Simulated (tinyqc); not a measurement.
Floating body of a partially depleted SOI transistor: body voltage and kink: one step of the calculation.

Source at 0 V. Channel current Ic = 2 nf K Vt^2 [F(0) - F(Vd)](1 + la Vd), F(V) = ln^2(1 + exp((Vg - VT - nf V)/(2 nf Vt))), VT = VT0 - gb Vb. Saturation voltage Vs = 2 Vt sqrt(F(0)) + 3 Vt, excess Ve = (Vd - Vs + sqrt((Vd - Vs)^2 + 0.0004 V^2))/2, multiplication M1 = Ai Ve exp(-Bl/Ve). Each junction passes D(v) = J1 (exp(v/Vt) - 1) + J2 (exp(v/(2 Vt)) - 1). Bipolar current Ib = bb J1 (exp(Vb/Vt) - 1). The body settles where M1 (Ic + Ib) = D(Vb) + D(Vb - Vd) + Vb/Rb; drain current Id = (1 + M1)(Ic + Ib) - D(Vb - Vd).

Problem. Drain current with floating and with grounded body. Id and VT at the converged Vb, Id at Vb = 0, their ratio, and the bipolar share Ib/(Ic + Ib).

Values chosen for this exercise; values of the order met in partially depleted silicon-on-insulator transistors: temperature T = 330 K; threshold at zero body voltage VT0 = 0.45 V; fall of the threshold per volt of body voltage gb = 0.32; slope factor nf = 1.29; gain factor per width K = 240 uA/(V^2 um); channel-length modulation factor la = 0.03 1/V; impact-ionisation prefactor Ai = 3.51 1/V; impact-ionisation voltage Bl = 6.1 V; diffusion saturation current of each junction J1 = 7.5e-11 uA/um; recombination saturation current of each junction J2 = 8.2e-8 uA/um; gain of the lateral bipolar transistor on the diffusion current bb = 3; resistance of a weak body tie to the source (1e9 stands for no tie, and the term is then dropped) Rb = 1e9 kohm um; gate voltage Vg = 0.5 V; drain voltage Vd = 2.3 V.

Constants: q = 1.602176634e-19 C, kB = 1.380649e-23 J/K, Vt = kB T/q. Results are converted to the units shown.

converged Vb = 0.78322001 V

Wanted: VT; Id, floating; Id, grounded; ratio; bipolar share.

Solution.

VT = 0.1994 V
Id, floating = 283.6 uA/um
Id, grounded = 0.9200 uA/um
ratio = 308.3
bipolar share = 95.78 %

The body rises to 0.783 V and lowers the threshold by 251 mV.

Range of the model: The multiplication law is an empirical form chosen for the exercise; self-heating and capacitive coupling to the body are left out, and the linear laws are rough once Vb passes about 0.7 V or M1 about 0.1.

Numbers from tinyqc (`OMP_NUM_THREADS=1 python tinyqc.py 2182051 2182052 out.jsonl`; about 0.2 s on one thread of a shared Intel Xeon 2.30GHz).
